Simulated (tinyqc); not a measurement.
# Frequency dispersion of an accumulation capacitance by border traps, distributed model: what changes with what

Traps spread evenly through the insulator exchange electrons with the semiconductor by tunnelling, with tau(x) = t0 exp(2 ka x) at depth x from the interface. The admittance per area Y seen at depth x obeys dY/dx = -Y^2/(i w eps0 eox) + q Nb ln(1 + i w tau)/tau, with Y(0) = i w Cs and w = 2 pi f; the gate sees Y(tox) = G + i w C. Working variable y = Y/(i w), in uF/cm^2. Cox = eps0 eox/tox.

Parameters, values chosen for the exercise; permittivity close to that of aluminium oxide: relative permittivity of the insulator eox = 8.28; insulator thickness tox = 3.3 nm; semiconductor capacitance in accumulation Cs = 7 uF/cm^2; density of border traps Nb = 1.4e19 cm^-3 eV^-1; decay constant of the wave function in the insulator ka = 5.9 1/nm; time constant of a trap at the interface t0 = 8e-11 s; frequency f = 10000 Hz.

Constants: q = 1.602176634e-19 C, eps0 = 8.8541878128e-14 F/cm where lengths are in cm. Results are converted to the units shown.

Each table varies one quantity; the others keep the values above.

## Capacitance and loss against frequency

Cox; trap-free value 1/(1/Cox + 1/Cs); response depth d = ln(1/(w t0))/(2 ka), where w tau = 1; lumped estimate: all traps within d act as C_bt = q Nb d placed at d/2, so C = 1/{1/[1/(1/Cs + d/(2 eps0 eox)) + C_bt] + (tox - d/2)/(eps0 eox)}. C and G from a fine integration; dispersion -d C/d log10 f over C, from f times and over 1.1. For a broad spread of time constants G/w is close to -(pi/2) dC/d ln w.

The same in every row: trap-free C (uF/cm^2) = 1.686.

Capacitance and loss against frequency:
```
f (Hz),d (nm),C (uF/cm^2),G/w (uF/cm^2),dispersion (% a decade),-(pi/2) dC/d ln w (uF/cm^2),lumped C (uF/cm^2)
10,1.619,1.762,0.01140,0.9467,0.01138,1.749
100,1.424,1.746,0.009865,0.8266,0.009847,1.736
1000,1.229,1.733,0.008451,0.7134,0.008433,1.725
10000,1.034,1.721,0.007150,0.6074,0.007133,1.715
1e5,0.8388,1.712,0.005959,0.5089,0.005943,1.707
1e6,0.6437,1.704,0.004875,0.4180,0.004859,1.700
1e7,0.4486,1.698,0.003896,0.3352,0.003882,1.695
```

C falls from 1.762 to 1.698 uF/cm^2, towards the trap-free 1.686; each decade of frequency removes ln 10/(2 ka) = 0.195 nm from the response depth. The dispersion falls from 0.947 to 0.335 % a decade and G/w falls from 0.0114 to 0.00390 uF/cm^2. G/w stays at 1.00 times -(pi/2) dC/d ln w, the relation for a broad spread of time constants.

## Effect of the density of border traps

Same model as above.

The same in every row: d (nm) = 1.034; trap-free C (uF/cm^2) = 1.686.

Result of one run:
```
Nb (cm^-3 eV^-1),C (uF/cm^2),G/w (uF/cm^2),dispersion (% a decade),-(pi/2) dC/d ln w (uF/cm^2),lumped C (uF/cm^2)
4e20,2.272,0.09345,6.008,0.09314,2.137
```

What becomes of these results when the density of border traps Nb is changed from 4e20 to 7e19 cm^-3 eV^-1, all else the same?

Result of the changed run:
```
Nb (cm^-3 eV^-1),C (uF/cm^2),G/w (uF/cm^2),dispersion (% a decade),-(pi/2) dC/d ln w (uF/cm^2),lumped C (uF/cm^2)
7e19,1.845,0.03070,2.433,0.03063,1.816
```

The whole series:
```
Nb (cm^-3 eV^-1),C (uF/cm^2),G/w (uF/cm^2),dispersion (% a decade),-(pi/2) dC/d ln w (uF/cm^2),lumped C (uF/cm^2)
1e18,1.689,5.307e-4,0.04594,5.294e-4,1.689
2e18,1.692,0.001058,0.09148,0.001056,1.691
6e18,1.702,0.003137,0.2696,0.003129,1.699
1e19,1.712,0.005167,0.4415,0.005155,1.707
3e19,1.759,0.01464,1.217,0.01461,1.747
7e19,1.845,0.03070,2.433,0.03063,1.816
2e20,2.059,0.06548,4.651,0.06532,1.982
4e20,2.272,0.09345,6.008,0.09314,2.137
```

As Nb goes from 1e18 to 4e20, C rises from 1.69 to 2.27 uF/cm^2, the dispersion rises from 0.0459 to 6.01 % a decade and G/w rises from 5.31e-4 to 0.0935 uF/cm^2. The lumped estimate is 0.025 % below C in the first row and 6.0 % below it in the last. The dispersion goes as Nb^(0.99) between the first two rows and Nb^(0.37) between the last two: dense traps near the interface screen those behind them.

Program tinyqc, `OMP_NUM_THREADS=1 python tinyqc.py 2202106 2202107 out.jsonl`; Intel Xeon 2.30GHz, shared host, one thread, about 0.4 s.
